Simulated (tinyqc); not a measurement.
From results back to parameters: recursion (Haydock) method for the local density of states: impurity site of a cubic lattice. Two cases, with inputs chosen for the exercise.

Problem. A local density has moments mu1 = a0, mu2 = a0^2 + b1^2 and, for a1 = a2 = 0, mu4 = a0^4 + 3 a0^2 b1^2 + b1^4 + b1^2 b2^2; b1^2 = (number of neighbours) t^2. The moments come from a hidden site.

Find: a0, b1, b2; neighbours.

Method. Take the moments in turn: mu1 gives a0, mu2 gives b1, mu4 gives b2.

Case 1.

Values chosen: t = 0.55 eV (hopping).

mu1, mu2, mu4 (eV^n): 0.90000  2.62500  13.30211

Solution.

a0, b1, b2 (eV): 0.900  1.347  1.650

neighbours = 6

Case 2.

Values chosen: t = 0.51 eV (hopping).

mu1, mu2, mu4 (eV^n): 2.40000  7.32060  66.23345

Solution.

a0, b1, b2 (eV): 2.400  1.249  1.530

neighbours = 6

Computed by tinyqc, one run a case: `OMP_NUM_THREADS=1 python tinyqc.py N N+1 out.jsonl` with N = 1482555, 1482596; one thread of a shared Intel(R) Xeon(R) Processor @ 2.30GHz, about 0.2 s a run at most.
